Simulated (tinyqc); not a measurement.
Time-dependent dielectric breakdown: cell percolation, Weibull statistics, area scaling and voltage extrapolation: one step, computed by the program tinyqc. Command: `OMP_NUM_THREADS=1 python tinyqc.py 3007443 3007444 out.jsonl tddb walk`. One thread of a shared host (Intel(R) Xeon(R) Processor @ 2.30GHz), about 0.01 s of CPU time with the checks.

The oxide is divided into columns of area a^2, each holding m = t_ox/a cells (m is taken as continuous). A share lambda(t) = (t/t_1)^alpha of the cells is defective, and a column whose cells are all defective breaks down.

Problem. Projection to use conditions. All three voltage laws share the slope n at the stress voltage. Factor t(V_u)/t(V): E law exp(n (1 - V_u/V)); 1/E law exp(n (V/V_u - 1)); power law (V/V_u)^n. Temperatures in kelvin are T(C) + 273.15. Temperature factor exp[(E_a/k_B)(1/T_u - 1/T)]; area factor (A/A_u)^(1/beta); percentile factor (-ln(1 - F))^(1/beta); life = t63 x all four; 1 year = 3.15576e7 s.

Inputs (values chosen for the exercise, for a model gate oxide):
```
quantity                                                  value  unit
test area A                                                   9  um^2
product area A_u                                         600000  um^2
stress voltage V                                              2     V
use voltage V_u                                             1.3     V
local exponent n = -d ln t/d ln V at the stress voltage      48     -
activation energy E_a                                      0.87    eV
stress temperature T                                        105     C
use temperature T_u                                         100     C
allowed failure fraction F                               0.0001     -
```

Voltage law used: E.

Weibull slope beta = 1.05

characteristic life t63 = 57.30364 s

Constants: k_B = 8.617333262e-05 eV/K.

Give: voltage factor; temperature factor; area factor; percentile factor; projected life.

Solution.

voltage factor = 1.9776e+07

temperature factor = 1.4301

area factor = 2.5457e-05

percentile factor = 1.5506e-04

projected life = 2.0272e-07 years

Area and percentile together cost 8.4 decades, voltage and temperature return 7.5; a ten-year target is missed. Caution: t_1 is an input here; in a real oxide it changes with thickness at fixed voltage.
